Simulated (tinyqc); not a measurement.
Worked calculation: plasmons of a degenerate electron gas in the random-phase approximation. Values are carried at full precision from step to step, so a last printed digit may differ when a step is redone from the rounded ones.

Zero temperature, parabolic band: kF = (3 pi^2 n)^(1/3), EF = c kF^2/m, Ep^2 = 8 pi c e2 n/(m eb), qTF^2 = 6 pi e2 n/(eb EF), c = hbar^2/2m0, e2 = e^2/(4 pi eps0), n in 1/angstrom^3 (1e-24 per 1/cm^3).

Constants: hbar^2/2m0 = 3.80998211 eV angstrom^2; e^2/(4 pi eps0) = 14.39964547 eV angstrom; a0 (Bohr radius) = 0.5291772105 angstrom.

Parameters, chosen for this exercise (a free-electron density near that of Al; shifted at random, so the results belong to these values and not to a real crystal): n = 1.78e+23 1/cm^3 (electron density); m = 1 m0 (mass); eb = 1 (background dielectric constant); q = 1.88 1/angstrom (wave vector); E = 26 eV (energy transfer); qp = 0.66 1/angstrom (wave vector of the plasmon).

## Scales of the gas

Also rs = (3/(4 pi n))^(1/3) m/(a0 eb).

kF = 1.7403 1/angstrom
EF = 11.539 eV
Ep = 15.666 eV
qTF = 2.0463 1/angstrom
hbar vF = 13.261 eV angstrom
rs = 2.084

Ep/EF = 1.358. With rs above 1 exchange and correlation, left out here, lower the dispersion noticeably.

## The dielectric function at one point

Lindhard function: eps(q, E)/eb = 1 + (qTF/q)^2 (f1 + i f2) with z = q/(2 kF), u = E/(hbar vF q), hbar vF = 2 c kF/m; f1 = 1/2 + [h(z - u) + h(z + u)]/(8 z), h(x) = (1 - x^2) ln|(x + 1)/(x - 1)|; f2 = pi u/2 for z + u < 1, (pi/(8 z))(1 - (z - u)^2) for |z - u| < 1 < z + u, else 0. Pairs exist for c (q^2 - 2 q kF)/m < E < c (q^2 + 2 q kF)/m.

Give also the loss function Im(-eb/eps).

z, u: 0.5401  1.0429

f1, f2: -0.2100  0.5432

eps/eb = 0.751+0.644i
loss function = 0.658

The point lies inside the pair continuum, so eps has an imaginary part.

## The plasmon at one wave vector

Solve f1 (qTF/q)^2 = -1 above the continuum, and compare with E^2 = Ep^2 + (3/5)(hbar vF q)^2 + (c q^2/m)^2.

top of the continuum = 10.41 eV
plasmon energy = 17.22 eV
short formula = 17.15 eV

The plasmon lies 6.808 eV above the continuum and 9.9 % above Ep; the short formula errs by -0.40 %.

## Where Landau damping starts

Find qc at which the plasmon meets the top of the continuum, eps(qc, c (qc^2 + 2 qc kF)/m) = 0, and compare with Ep/(hbar vF).

qc = 1.289 1/angstrom
qc/kF = 0.740
energy there = 23.41 eV
Ep/(hbar vF) = 1.181 1/angstrom

The simple estimate is 0.917 times qc.

## Checks

- F-sum of the loss function at q = 1.3 qc over (pi/2) Ep^2 against 1: both 1.00.
- f1 at E = 0 and z = 0.6 against the static Lindhard function: both 0.86968.

tinyqc: `OMP_NUM_THREADS=1 python tinyqc.py 1651348 1651349 out.jsonl`; about 0.01 s, one thread, shared Intel(R) Xeon(R) Processor @ 2.30GHz.
